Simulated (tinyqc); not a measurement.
Growth mode over temperature: epitaxial growth on a vicinal surface: Burton-Cabrera-Frank step flow, step-edge barrier and island nucleation. Computed by tinyqc, a small Python program. Command: `OMP_NUM_THREADS=1 python tinyqc.py 3013625 3013626 out.jsonl stepflow walk`. One thread of a shared host (Intel(R) Xeon(R) Processor @ 2.30GHz), about 0.01 s of CPU time with the checks.

Adatoms land at rate F, hop on a square grid (a simplification for hexagonal faces), desorb, or join steps. Lengths are in units of a and n is the adatom coverage. Steps ascend at x = 0 and descend at x = l.

Inputs (values chosen for the exercise, close to those used for Ge(001)): site spacing a = 4 angstrom; step height h = 1.41 angstrom; diffusion barrier E_d = 0.672 eV; desorption energy E_a = 2.58 eV; adatom formation energy E_f = 1.05 eV; step-edge barrier E_s = 0 eV; attempt frequency nu = 10 THz; deposition rate F = 1.3 layers/s; miscut angle = 0.1 degrees; temperature T = 470 C; critical nucleus size i = 1.

Constants: k_B = 8.617333262e-05 eV/K.

Method:
- D = nu exp(-E_d/(k_B T)) (a^2/s, nu counted per direction); tau = exp(E_a/(k_B T))/nu; x_s = sqrt(D tau); n_eq = exp(-E_f/(k_B T)); terrace width l = h/(a tan(miscut)); Schwoebel length l_s = exp(E_s/(k_B T)) - 1.
- D n'' - n/tau + F = 0 with n(0) = n_eq and -l_s n'(l) = n(l) - n_eq. With u = n - F tau, A = n_eq - F tau, y = l/x_s, s = l_s/x_s: u = A cosh(x/x_s) + B sinh(x/x_s), B = A (1 - cosh y - s sinh y)/(sinh y + s cosh y). Flux into the ascending step J+ = D B/x_s, over the descending one J- = -(D/x_s)(A sinh y + B cosh y); step velocity J+ + J-; growth rate (J+ + J-)/l. For small y: J+ + J- = (F - n_eq/tau) l, J-/J+ = l/(l + 2 l_s).
- Island density on a flat surface without desorption: N = 0.25 (F/D)^(i/(i+2)) exp(E_i/((i+2) k_B T)) per site, with E_i = 0 for i = 1; spacing l_n = N^(-1/2). Step flow needs an effective width l_eff = 2 x(peak) below l_n.
- Temperatures in kelvin are T(C) + 273.15.
- x(peak) solves tanh(x/x_s) = -B/A. Rows where evaporation outweighs deposition are left out.

Scales:
```
T (C)     x_s (a)  l_s (a)  incorporated share  l_n (a)  l_eff/l_n
270    7.1117e+08        0              1.0000   25.673     7.8668
320    1.2758e+08        0              1.0000   31.411     6.4298
370    2.9897e+07        0              1.0000   37.245     5.4227
420    8.6372e+06        0              1.0000   43.090     4.6871
470    2.9491e+06        0              1.0000   48.883     4.1316
520    1.1530e+06        0              1.0000   54.581     3.7003
570    5.0392e+05        0              1.0000   60.151     3.3576
620    2.4162e+05        0              1.0000   65.573     3.0800
670    1.2524e+05        0              1.0000   70.832     2.8514
```

What does the comparison show, and why?

The ratio stays above 1: islands in every row. Incorporation goes from 100.0 % to 100.0 %.

Extremes, crossings and ranges named in words are read from the listed rows.
